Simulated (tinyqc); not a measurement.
## Gate work function from the charge

Problem. For an undoped double gate, Q = 8 eps0 eps_r Vt beta tan(beta)/ts with 0 < beta < pi/2, and at the source (Vg - dphi)/(2 Vt) - ln[(2/ts) sqrt(2 eps0 eps_r Vt/(q ni))] = ln(beta) - ln(cos beta) + 2 r beta tan(beta), r = eps_r tox/(eox ts). Find beta and dphi.

Values chosen for this exercise; material values close to those of In0.53Ga0.47As: temperature T = 250 K; relative permittivity of the semiconductor eps_r = 13.6; relative permittivity of the gate insulator eox = 23; insulator thickness tox = 8.1 nm; body thickness ts = 12 nm; gate voltage Vg = 1.12 V.

Constants: q = 1.602176634e-19 C, kB = 1.380649e-23 J/K, Vt = kB T/q, eps0 = 8.8541878128e-14 F/cm where lengths are in cm. Results are converted to the units shown.

Qs = 2469.7733 nC/cm^2
ni = 2.5929014e10 cm^-3

Solution. beta tan(beta) rises from 0 without bound on the interval, so the charge fixes beta; the second relation is then explicit in dphi. At this charge the surface density passes 0.3 Nc, so the classical Boltzmann model is only formal.

beta = 1.47
dphi = 0.140 V

Numbers from tinyqc (`OMP_NUM_THREADS=1 python tinyqc.py 2440038 2440039 out.jsonl`; about 0.01 s on one thread of a shared Intel Xeon 2.30GHz).
